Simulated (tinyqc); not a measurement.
Correlation length: interface roughness in a thin film (subband fluctuation and scattering).

Square well of width t, barriers V0, c = hbar^2/2m0: E1 solves k t + 2 atan[(k/mz)/(kappa/mb)] = pi, k = sqrt(mz E/c), kappa = sqrt(mb (V0 - E)/c). One interface is rough, so the subband edge fluctuates by G dt with G = |dE1/dt| (central difference of 0.01 angstrom; 2 E1/t for hard walls).

Gaussian roughness spectrum S(q) = pi D^2 Lc^2 exp(-q^2 Lc^2/4). Degenerate gas, taken to fill one subband (the second starts to fill once c kF^2/md exceeds E2 - E1, which is not tested here): kF = sqrt(2 pi Ns/gv), q = 2 kF sin(theta/2), 1/tau = (md/(2 pi c hbar)) G^2 times the integral from 0 to pi of S(q)(1 - cos theta)/eps(q)^2 dtheta, eps(q) = 1 + qs/q with screening (qs = gv md q0/(c eps), q0 = e^2/(4 pi eps0), form factors left out, which overstates the screening; other scattering is left out too, so these values lie far above measured mobilities in all but the thinnest films) or 1 without; mobility = tau c2/md with c2 = e/m0 = 1.75882e15 cm^2/(V s^2); 1e12/cm^2 = 1e-4/angstrom^2.

Constants: hbar^2/2m0 = 3.80998211 eV angstrom^2; hbar = 6.58211957e-16 eV s; e^2/(4 pi eps0) = 14.39964547 eV angstrom.

Inputs chosen for the exercise (near those of a thin GaN channel; shifted at random, so the results belong to these values and not to a real crystal): t = 48 angstrom (film thickness); mz = 0.201 m0 (confinement mass); V0 = 1.87 eV (barrier); mb = 0.32 m0 (barrier mass); md = 0.203 m0 (mass in the plane); gv = 1 (valleys); D = 2.9 angstrom (rms height of the roughness); Ns = 7.7 x 1e12/cm^2 (sheet density); eps = 9.6 (mean dielectric constant at the channel); Ll = (5, 10, 16, 25, 40, 65, 100) angstrom (correlation lengths).

Fixed D; bare and screened mobility.

Results:
```
Lc (angstrom)  kF Lc  bare mobility (cm^2/(V s))  screened mobility (cm^2/(V s))
5               0.35                    7.83e+04                        2.25e+05
10              0.70                    2.55e+04                        7.45e+04
25              1.74                    1.95e+04                        6.93e+04
40              2.78                    3.75e+04                        2.10e+05
65              4.52                    6.67e+04                        7.04e+05
100             6.96                    1.05e+05                        2.05e+06
```

Give the missing row, Lc (angstrom) = 16.

Computed row:
```
Lc (angstrom)  kF Lc  bare mobility (cm^2/(V s))  screened mobility (cm^2/(V s))
16              1.11                    1.68e+04                        5.13e+04
```

The bare mobility is lowest at Lc = 16 angstrom of those listed (kF Lc = 1.11). The screened mobility is lowest at Lc = 16 angstrom of those listed (kF Lc = 1.11). Short roughness averages out (mobility as 1/Lc^2; the first two rows give exponent -1.62), and long roughness deflects only by small angles (bare mobility rising as Lc; the last two rows give 1.06).

Computed by tinyqc, a small Python program: `OMP_NUM_THREADS=1 python tinyqc.py 1280956 1280957 out.jsonl` (the numbers bound the seed that draws the inputs); one thread of a shared host (Intel(R) Xeon(R) Processor @ 2.30GHz), about 0.01 s for the whole set of steps.
